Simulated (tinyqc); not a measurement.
Worked calculation: Hueckel theory of the pi electrons, for the molecule [CH2+]c1ccccc1 (SMILES; centres numbered as the heavy atoms are written). One step of it, computed by the program tinyqc.

Problem. Energy, charges, bond orders. E = sum n x; q_r = z_r - P_rr; bond order p = P_rs; free valence = sqrt(3) - sum of p over the bonds of the atom.

x values: 2.101003  1.259280  1.000000  0.000000  -1.000000  -1.259280  -2.101003

occupations: 2.000000  2.000000  2.000000  0.000000  0.000000  0.000000  0.000000

charge and bond-order matrix P, lower triangle:
```
           1C         2C         3C         4C        5C        6C        7C
1C   0.428571
2C   0.635034   1.000000
3C   0.285714   0.522554   0.857143
4C  -0.112480   0.000000   0.705037   1.000000
5C  -0.285714  -0.224960   0.142857   0.635034  0.857143
6C  -0.112480   0.000000  -0.294963   0.000000  0.635034  1.000000
7C   0.285714   0.522554  -0.142857  -0.294963  0.142857  0.705037  0.857143
```

Centres:

| centre | z_r, pi electrons of the neutral centre | h |
|---|---|---|
| 1C | 1 | 0.000000 |
| 2C | 1 | 0.000000 |
| 3C | 1 | 0.000000 |
| 4C | 1 | 0.000000 |
| 5C | 1 | 0.000000 |
| 6C | 1 | 0.000000 |
| 7C | 1 | 0.000000 |

Bonds:

| i | j | k |
|---|---|---|
| 1 | 2 | 1 |
| 2 | 3 | 1 |
| 3 | 4 | 1 |
| 4 | 5 | 1 |
| 5 | 6 | 1 |
| 6 | 7 | 1 |
| 7 | 2 | 1 |

Give: pi energy = 6 alpha + this times beta; pi charges; Bond orders and lengths from R = 1.517 - 0.180 p; free valence of the carbons; gap between the highest filled and the next level.

Solution.

pi energy = 6 alpha + this times beta = 8.7206

pi charges: 1C 0.5714, 2C 0.0000, 3C 0.1429, 4C 0.0000, 5C 0.1429, 6C 0.0000, 7C 0.1429

Bond orders and lengths from R = 1.517 - 0.180 p (angstrom, C-C alone):

| bond | p | R |
|---|---|---|
| 1-2 | 0.6350 | 1.4027 |
| 2-3 | 0.5226 | 1.4229 |
| 3-4 | 0.7050 | 1.3901 |
| 4-5 | 0.6350 | 1.4027 |
| 5-6 | 0.6350 | 1.4027 |
| 6-7 | 0.7050 | 1.3901 |
| 7-2 | 0.5226 | 1.4229 |

free valence of the carbons: 1C 1.0970, 2C 0.0519, 3C 0.5045, 4C 0.3920, 5C 0.4620, 6C 0.3920, 7C 0.5045

gap between the highest filled and the next level = 1.0000 |beta|
